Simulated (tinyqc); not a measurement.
Worked calculation: extended Hueckel theory, for BeH2-. The parameters take no account of the charge, which enters only through the electron count, and nothing here shows that the anion is bound. One step of it, computed by the program tinyqc.

Question. Wolfsberg-Helmholz matrix. H_ij = K' S_ij (H_ii + H_jj)/2 for i != j (the diagonal keeps H_ii), with K' = K + D^2 + D^4 (1 - K), D = (H_ii - H_jj)/(H_ii + H_jj), K = 1.75.

overlap S, lower triangle:
```
           1Be 2s   1Be 2px    1Be 2py   1Be 2pz     2H 1s     3H 1s
1Be 2s   1.000000
1Be 2px  0.000000  1.000000
1Be 2py  0.000000  0.000000   1.000000
1Be 2pz  0.000000  0.000000   0.000000  1.000000
2H 1s    0.479320  0.000000   0.558000  0.000000  1.000000
3H 1s    0.479320  0.000000  -0.558000  0.000000  0.041054  1.000000
```

diagonal H_ii (eV): 1Be 2s -10.000000, 1Be 2px -6.000000, 1Be 2py -6.000000, 1Be 2pz -6.000000, 2H 1s -13.600000, 3H 1s -13.600000

K = 1.750000

Give: H.

Answer.

H (eV), lower triangle:
```
          1Be 2s  1Be 2px  1Be 2py  1Be 2pz    2H 1s    3H 1s
1Be 2s   -10.000
1Be 2px    0.000   -6.000
1Be 2py    0.000    0.000   -6.000
1Be 2pz    0.000    0.000    0.000   -6.000
2H 1s    -10.027    0.000  -10.299    0.000  -13.600
3H 1s    -10.027    0.000   10.299    0.000   -0.977  -13.600
```
